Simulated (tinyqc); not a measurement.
Inside a calculation. Method: MP2 on RHF in the sto-6g basis, for H4, spin multiplicity 1. One step of it, computed by the program tinyqc.

Question. Iteration 5 (converged): orbitals. Diagonalise F' = X^T F X, C = X C', fill 2 alpha and 2 beta electrons from the bottom; D = 2 C_occ C_occ^T. Each column has its largest component positive (the first on a tie).

converged F (hartree):
```
,1H 1s,2H 1s,3H 1s,4H 1s
1H 1s,-0.314710,-0.547943,-0.087790,-0.011225
2H 1s,-0.547943,-0.339254,-0.208014,-0.087790
3H 1s,-0.087790,-0.208014,-0.339254,-0.547943
4H 1s,-0.011225,-0.087790,-0.547943,-0.314710
```

X:
```
,1H 1s,2H 1s,3H 1s,4H 1s
1H 1s,1.180462,-0.395405,0.043884,-0.013037
2H 1s,-0.395405,1.219424,-0.184921,0.043884
3H 1s,0.043884,-0.184921,1.219424,-0.395405
4H 1s,-0.013037,0.043884,-0.395405,1.180462
```

Give: F' = X^T F X; orbital energies; coefficients C; D after iteration 5.

Answer.

F' = X^T F X (hartree):
```
,1,2,3,4
1,0.0174,-0.5668,0.0532,-0.0075
2,-0.5668,0.0434,-0.2070,0.0532
3,0.0532,-0.2070,0.0434,-0.5668
4,-0.0075,0.0532,-0.5668,0.0174
```

orbital energies (hartree): MO1 -0.5977, MO2 -0.4925, MO3 0.4440, MO4 0.7678

coefficients C:
```
,MO1,MO2,MO3,MO4
1H 1s,0.3430,0.4489,0.7909,-0.7792
2H 1s,0.3982,0.3978,-0.6620,0.9614
3H 1s,0.3982,-0.3978,-0.6620,-0.9614
4H 1s,0.3430,-0.4489,0.7909,0.7792
```

D after iteration 5:
```
,1H 1s,2H 1s,3H 1s,4H 1s
1H 1s,0.6384,0.6303,-0.0839,-0.1677
2H 1s,0.6303,0.6336,0.0007,-0.0839
3H 1s,-0.0839,0.0007,0.6336,0.6303
4H 1s,-0.1677,-0.0839,0.6303,0.6384
```
